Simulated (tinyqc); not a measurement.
Haynes-Shockley experiment: drift, diffusion and decay of a minority-carrier pulse: one step, computed by the program tinyqc.

A thin sheet of excess carriers is made at x = 0, t = 0 in a long uniform bar; injection is low, so the pulse moves with the minority mobility.

Question. Transport coefficients. D = mu k_B T/e, v = mu F. Transit time d/v, diffusion length sqrt(D tau), drift length v tau, Peclet number v d/D = e F d/(k_B T).

Inputs (values chosen for the exercise, modelled on electrons in p-type germanium in a lightly doped bar):
```
quantity                     value         unit
minority mobility mu          3490   cm^2/(V s)
lifetime tau                   440  microsecond
temperature T                  330            K
field F                        7.1         V/cm
distance d to the collector   0.84           cm
```

Constants: k_B = 8.617333262e-05 eV/K.

Give: D; drift velocity v; transit time d/v; diffusion length; drift length v tau; Peclet number.

Answer.

D = 99.25 cm^2/s

drift velocity v = 24779 cm/s

transit time d/v = 33.90 microsecond

diffusion length = 2090 micrometre

drift length v tau = 10.90276 cm

Peclet number = 209.7

The pulse must travel 0.0770 drift lengths.
